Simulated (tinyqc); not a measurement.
Worked calculation: growth of a silicide layer between metal and silicon: linear-parabolic kinetics, ramp anneals and Kissinger analysis. Computed by tinyqc, a small Python program that keeps every step. Command: `OMP_NUM_THREADS=1 python tinyqc.py 3006314 3006315 out.jsonl silicide walk`. One thread of a shared host (Intel(R) Xeon(R) Processor @ 2.30GHz), about 0.1 s of CPU time with the checks. Intermediate numbers are printed to about 6 digits and carried at full precision; extremes and crossings named in words are read from the listed rows.

One compound layer of thickness x grows by diffusion through itself and reaction at an interface, dx/dt = 1/(2x/K + 1/v), until the metal is used up at x = a h.

Inputs (values chosen for the exercise, modelled on NiSi): metal thickness h = 4.2 nm; silicide formed per metal thickness a = 2.2; silicon consumed per metal thickness b = 1.83; prefactor of the parabolic constant K = 2.3e+14 nm^2/s; activation energy E of K = 1.72 eV; prefactor of the interface velocity v = 7.4e+14 nm/s; activation energy E_v = 1.89 eV; temperature T = 380 C; time t = 6.3 s; ramp rate beta = 10 C/s; silicide resistivity = 16 micro-ohm cm; junction depth x_j = 59 nm.

Constants: k_B = 8.617333262e-05 eV/K.

## Final thickness

The silicide ends at the thickness a h.

final thickness = 9.24 nm

## Geometry at full reaction

Silicon consumed b h, sheet resistance rho/(final thickness) with 1 micro-ohm cm/nm = 10 ohm; margin to the junction x_j - b h.

silicon consumed = 7.686 nm

sheet resistance = 17.3160 ohm/square

margin to the junction = 51.314 nm

The layer takes 13 % of the junction depth; its surface lies 1.55 nm above the original silicon surface. Caution: so thin a film has a resistivity above the bulk value and tends to agglomerate.

## Isothermal growth

K = K0 exp(-E/(k_B T)), v = v0 exp(-E_v/(k_B T)). Temperatures in kelvin are T(C) + 273.15. x^2/K + x/v = t, so x = (K/(2v)) [sqrt(1 + 4 v^2 t/K) - 1], capped at a h; completion time t_c = (a h)^2/K + a h/v, a h being the final thickness; crossover thickness K/v.

K = 12.3031 nm^2/s

v = 1.93099 nm/s

crossover thickness = 6.37140 nm

thickness at time t = 6.17691 nm

completion time = 11.7246 s

67 % has reacted. Diffusion makes up 59 % of the completion time.

## Ramp anneal

Ramp from x = 0 at 100 C at the rate beta: dx/dT = (1/beta)/(2x/K + 1/v), integrated adaptively (tolerance 1e-9) until x = a h at T_f.

completion temperature T_f = 417.099 C

## Kissinger analysis

Plot ln(beta/T_f^2) against 1/(k_B T_f), T_f in kelvin; minus the least-squares slope estimates the activation energy.

Ramps:
```
beta (C/s)  T_f (C)  1/(k_B T_f) (1/eV)  ln(beta/T_f^2)
0.03        311.046             19.8641        -16.2470
0.1         330.242             19.2321        -15.1077
0.3         348.904             18.6552        -14.0700
1           370.740             18.0225        -12.9351
3           392.054             17.4451        -11.9016
10          417.099             16.8121        -10.7715
30          441.657             16.2345         -9.7428
```

Kissinger energy = 1.79193 eV

A thousandfold faster ramp raises the completion temperature by only 131 C. The fit gives 1.792 eV, against E = 1.72 eV for diffusion and E_v = 1.89 eV for the interface: it lies 42 % of the way from E to E_v, as both steps resist. Caution: nucleation and competing phases are left out; disilicides such as CoSi2 and the low-resistance form of TiSi2 start by nucleation and follow this law at best in part.

Checks made by the program: isothermal closed form against integration (relative difference below 1e-10).
